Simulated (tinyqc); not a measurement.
Inside a calculation: strained quantum well: band edges, subbands and transparency. Values are carried at full precision from step to step, so a last printed digit may differ when a step is redone from the rounded ones.

Growth on (001), barriers unstrained: tr(e) = e (2 - nu2), Z = b e (1 + nu2); Ec = Ev + Eg + ac tr(e), E_HH = Ev + av tr(e) + Z, E_LH = Ev + av tr(e) - Z (coupling to the split-off band left out).

Constants: hbar^2/2m0 = 3.80998211 eV angstrom^2; hc = 1239.841984 eV nm; kB = 8.617333262e-05 eV/K.

Parameters, chosen for this exercise (near those of a GaAsP/AlGaAs well; shifted at random, so the results belong to these values and not to a real crystal):
```
symbol  value   unit           meaning
e       0.0047                 strain in the plane
nu2     0.921                  2 C12/C11
Eg      1.583   eV             unstrained gap of the well
Ev      -0.861  eV             its valence edge
ac      -7.3    eV
av      1.23    eV             Ev moves by av tr(e)
b       -1.95   eV             shear potential
Egb     1.916   eV             gap of the barrier
Evb     -1      eV             its valence edge
L       92      angstrom       well width
me      0.0752  m0             electron mass
g1      6.6                    gamma1
g2      1.86                   gamma2
meb     0.1     m0
g1b     5.7
g2b     1.6
T       350     K              temperature
Br      2.3     x 1e-4 cm^2/s  two-dimensional radiative coefficient
```

## Strained band edges and offsets

Give tr(e), Z, the edges Ec, E_HH, E_LH and the well depths against the barrier.

tr(e) = 0.00507
Z = -0.0176 eV

Ec, E_HH, E_LH (eV): [0.6850, -0.8724, -0.8372]

depths for e, HH, LH (eV): [0.2310, 0.1276, 0.1628]

The well is under tension, which puts LH on top, by 35 meV; the gap becomes 1.5221 eV, -61 meV from the unstrained one.

## Subband edges

Masses along z: me, 1/(g1 - 2 g2) for HH, 1/(g1 + 2 g2) for LH, likewise in the barrier; in the plane me, 1/(g1 + g2) for HH and 1/(g1 - g2) for LH (no mixing, which understates the hole masses away from k = 0). Level n solves k L + 2 atan[(k/m)/(kappa/mb)] = n pi, k = sqrt(m E/c), kappa = sqrt(mb (V - E)/c), c = hbar^2/2m0.

Up to three electron, four HH and two LH levels, on the common energy scale, with their masses in the plane.

Subbands:
```
level   E (eV)  m in the plane
e1      0.7162          0.0752
e2      0.8070          0.0752
lh1    -0.8616          0.2110
hh1    -0.8810          0.1182
hh2    -0.9065          0.1182
lh2    -0.9308          0.2110
hh3    -0.9474          0.1182
hh4    -0.9959          0.1182
```

lowest transition = 1.5778 eV
wavelength hc/E = 785.8 nm

The top hole level is lh1, so the edge is mainly TM polarised; hh1 lies 19 meV lower, within kT at room temperature, so both polarisations contribute.

## Transparency density

Transparency (Bernard-Duraffourg): Fc - Fv equals the lowest transition energy with n = p, n = sum m/(2 pi c) kB T ln(1 + exp((Fc - E)/kB T)) and p likewise over the listed subbands; c = hbar^2/2m0, 1/angstrom^2 = 1e16/cm^2.

Solve for u = (Fc - e1)/kB T; give n_tr, the share of holes in the top subband and the current e Br n_tr^2 (e = 1.602177e-19 C).

u = 0.993
n_tr = 1.358 x 1e12/cm^2
share = 0.617
current density = 67.9 A/cm^2

For mirror-image bands u = 0 and n_tr = me kB T ln2/(2 pi c) = 0.657 x 1e12/cm^2; the heavier or more numerous hole states raise it by a factor 2.07.

## Checks

- Transparency for equal single subbands against m kB T ln2/(2 pi c): both 0.3743.

Program tinyqc; command `OMP_NUM_THREADS=1 python tinyqc.py 1281944 1281945 out.jsonl`; about 0.01 s on one thread of a shared Intel(R) Xeon(R) Processor @ 2.30GHz.
